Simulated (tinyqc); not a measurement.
Model-solid line-up of a strained alloy layer on a substrate: sweeps and comparisons. A value that a table varies takes the place of the one given here.

All values of the alloy are linear in x but the gap, Eg(x) = (1 - x) Eg_A + x Eg_B - C x (1 - x), and the valence edge, Ev(x) = (1 - x) Ev_A + x Ev_B + fv C x (1 - x); Ec = Ev + Eg. Ev is the top of the unstrained valence band on a scale common to all materials. In the layer only the Gamma valley of the conduction band is followed, also where an X or L valley would lie lower.

Coherent growth on a (001) face: e_par = (a_s - a)/a, e_perp = -2 (C12/C11) e_par; exx = eyy = e_par, ezz = e_perp, no shear.

Strained edges: Ec + ac tr(e); the valence edges are Ev plus the levels of the 6 x 6 matrix of X, Y, Z times spin with -Dso/3 + l exx + m (eyy + ezz) on the diagonal (cyclic), n exy off it, l = av + 2 b, m = av - b, n = sqrt(3) d. Spin-orbit term (Dso/3) L.sigma on X, Y, Z with (L_k)_ij = -i epsilon_kij: <X+|H|Y+> = -i Dso/3, <X+|H|Z-> = Dso/3, <Y+|H|Z-> = -i Dso/3, <Z+|H|X-> = -Dso/3, <Z+|H|Y-> = i Dso/3, <X-|H|Y-> = i Dso/3, and their conjugates; + and - are the spin along z.

dEc = Ec(substrate) - Ec(layer), dEv = Ev(layer) - Ev(substrate); positive values confine the carrier in the layer. Type I: both of one sign; type II: opposite signs; type III: the gaps do not overlap.

Coherent growth: e_par = (a_s - a)/a. (001): e_perp = -2 (C12/C11) e_par; exx = eyy = e_par, ezz = e_perp, no shear. (111): e_perp = -(2 C11 + 4 C12 - 4 C44)/(C11 + 2 C12 + 4 C44) e_par; exx = eyy = ezz = (2 e_par + e_perp)/3 and exy = eyz = ezx = (e_perp - e_par)/3. (110): e_perp = -(C11 + 3 C12 - 2 C44)/(C11 + C12 + 2 C44) e_par; exx = eyy = (e_par + e_perp)/2, ezz = e_par, exy = (e_perp - e_par)/2, eyz = ezx = 0.

Values chosen for the exercise (A near GaAs, B near InAs, substrate near InP; shifted at random, so the results belong to these values and not to a real crystal):

| symbol | value | unit | meaning |
|---|---|---|---|
| a | (5.655, 6.058) | angstrom | lattice constant of A, B |
| Eg | (1.538, 0.411) | eV | gap at Gamma to the s-like level of A, B |
| Dso | (0.338, 0.396) | eV | spin-orbit splitting of A, B |
| Ev | (-0.8, -0.59) | eV | top of the unstrained valence band of A, B |
| ac | (-7.27, -5.14) | eV | conduction deformation potential of A, B |
| av | (1.15, 0.99) | eV | valence hydrostatic potential of A, B |
| b | (-2.03, -1.78) | eV | tetragonal shear potential of A, B |
| d | (-4.81, -3.59) | eV | trigonal shear potential of A, B |
| C11 | (121.4, 84.5) | GPa | of A, B |
| C12 | (56, 45.5) | GPa | of A, B |
| C44 | (60.7, 39.9) | GPa | of A, B |
| C | 0.513 | eV | bowing of the gap |
| fv | 0.2 |  | share of the bowing taken by the valence edge |
| a_s | 5.878 | angstrom | substrate |
| Eg_s | 1.444 | eV | lowest gap of the substrate |
| Ev_s | -0.94 | eV | substrate valence edge |
| face | 001 |  | growth face |
| x | 0.43 |  | fraction of B |

## Composition against offsets

Each composition is strained to the same substrate.

Results:

| x | e_par (%) | relaxed gap (eV) | strained gap (eV) | valence splitting (meV) | dEc (eV) | dEv (eV) | type |
|---|---|---|---|---|---|---|---|
| 0.13 | 2.99 | 1.333 | 0.908 | 283 | 0.154 | 0.383 | I |
| 0.25 | 2.12 | 1.160 | 0.875 | 192 | 0.222 | 0.347 | I |
| 0.37 | 1.27 | 1.001 | 0.842 | 108 | 0.286 | 0.316 | I |
| 0.49 | 0.44 | 0.858 | 0.807 | 34 | 0.345 | 0.291 | I |
| 0.62 | -0.45 | 0.718 | 0.733 | 33 | 0.404 | 0.307 | I |
| 0.74 | -1.26 | 0.605 | 0.641 | 82 | 0.453 | 0.350 | I |
| 0.86 | -2.06 | 0.507 | 0.557 | 119 | 0.497 | 0.390 | I |
| 0.98 | -2.84 | 0.423 | 0.481 | 148 | 0.536 | 0.427 | I |

What can be read from the table?

The alloy matches the substrate at x = 0.553, where the top valence edge changes its character and the splitting passes through zero. The strained gap runs from 0.908 to 0.481 eV, against 1.333 to 0.423 eV for the relaxed alloy: strain takes back part of the change that the composition makes. Strains above 2 % can be kept only in layers of a few nanometres. The line-up is type I throughout, with the layer as the well.

## The same layer on three faces

Composition and substrate are kept.

Results:

| face | e_perp (%) | tr(e) (%) | shift of Ec (meV) | shift of Ev (meV) | valence splitting (meV) | gap (eV) |
|---|---|---|---|---|---|---|
| (001) | -0.832 | 0.874 | -55.5 | 47.1 | 70.0 | 0.8251 |
| (111) | -0.431 | 1.275 | -81.0 | 50.6 | 68.6 | 0.7961 |
| (110) | -0.512 | 1.194 | -75.8 | 50.0 | 69.0 | 0.8018 |

What does this show, and why?

The layer yields most along the normal on (001) and least on (111), so the volume change, and with it the shift of Ec, is largest on (111). The valence splitting, set by b on (001), by d on (111) and by both on (110), is largest on (001). The gaps span 29 meV, from (111) to (001).

## What each parameter does

Strained gap, valence splitting and offsets. Each row changes one parameter from the base and keeps the others.

Results:

| case | gap (eV) | splitting (meV) | dEc (eV) | dEv (eV) |
|---|---|---|---|---|
| base | 0.8251 | 70.0 | 0.3164 | 0.3025 |
| x = 0.45 | 0.8192 | 57.9 | 0.3262 | 0.2985 |
| a_s = 5.858 angstrom | 0.8675 | 40.7 | 0.2941 | 0.2824 |
| C = 0.613 eV | 0.8006 | 70.0 | 0.3360 | 0.3074 |
| fv = 0.4 | 0.8251 | 70.0 | 0.2913 | 0.3277 |
| Ev_s = -0.89 eV | 0.8251 | 70.0 | 0.3664 | 0.2525 |
| C12 = (64.4, 52.325) GPa | 0.8312 | 75.6 | 0.3085 | 0.3043 |
| b = (-2.334, -2.047) eV | 0.8186 | 81.3 | 0.3164 | 0.3090 |
| d = (-5.531, -4.128) eV | 0.8251 | 70.0 | 0.3164 | 0.3025 |

How do the results move?

The largest shifts from the base row, up to three for each result and ties (the steps differ in size, so this ranks the rows, not the parameters). gap (eV): a_s +0.0425, C -0.0245, b -0.0064; unchanged at the printed digits by fv, Ev_s and d. splitting (meV): a_s -29.4, x -12.2, b +11.3; unchanged at the printed digits by C, fv, Ev_s and d. dEc (eV): Ev_s +0.0500, fv -0.0251, a_s -0.0223; unchanged at the printed digits by b and d. dEv (eV): Ev_s -0.0500, fv +0.0251, a_s -0.0201; unchanged at the printed digits by d.

Computed by tinyqc, a small Python program: `OMP_NUM_THREADS=1 python tinyqc.py 1081496 1081497 out.jsonl` (the numbers bound the seed that draws the inputs); one thread of a shared host (Intel(R) Xeon(R) Processor @ 2.30GHz), about 0.01 s for the whole set of steps.
